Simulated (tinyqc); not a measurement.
Hole mobility in a silicon inversion layer, empirical terms and Matthiessen rule: one step of the calculation.

Inversion layer of sheet density Ns on a uniformly doped body. The mobility terms are empirical power laws with prefactors chosen for the exercise; adding their inverses (Matthiessen) is itself an approximation.

Question. Inversion density for the measured current. I = (W/L) q Ns mu Vd. E = q (Ndep + eta Ns)/(eps0 eps_r) in MV/cm. With t = T/(300 K): muC = Ac (Ns/1e12 cm^-2) t/(Nb/1e17 cm^-3 + Nit/1e11 cm^-2), muP = Ap E^(-1/3) t^(-1.75), muS = As E^(-gs); 1/mu is the sum of the inverses. Ns(new) = I/((W/L) q mu Vd).

Inputs (values chosen for the exercise); material values close to those of silicon: temperature T = 350 K; relative permittivity of the semiconductor eps_r = 11.5; body doping Nb = 1.8e18 cm^-3; weight of the inversion charge in the effective field eta = 0.3333; phonon-limited mobility at 1 MV/cm and 300 K Ap = 132 cm^2/(V s); roughness-limited mobility at 1 MV/cm As = 533 cm^2/(V s); exponent of the roughness term gs = 1; Coulomb prefactor Ac = 1300 cm^2/(V s); charge at the interface Nit = 3.5e10 cm^-2; ratio W/L WL = 5; drain voltage Vd = 0.05 V; measured linear current I = 2.04 uA.

Constants: q = 1.602176634e-19 C, eps0 = 8.8541878128e-14 F/cm where lengths are in cm. Results are converted to the units shown.

Ns after iteration 1 = 1.6539554e12 cm^-2
Ndep = 4.6428431e12 cm^-2

Give: E; mu; Ns after iteration 2.

Answer.

E = 0.81729 MV/cm
mu = 55.173 cm^2/(V s)
Ns after iteration 2 = 9.2311e11 cm^-2

tinyqc, about 0.01 s, one thread, Intel Xeon 2.30GHz (shared host): `OMP_NUM_THREADS=1 python tinyqc.py 2510042 2510043 out.jsonl`
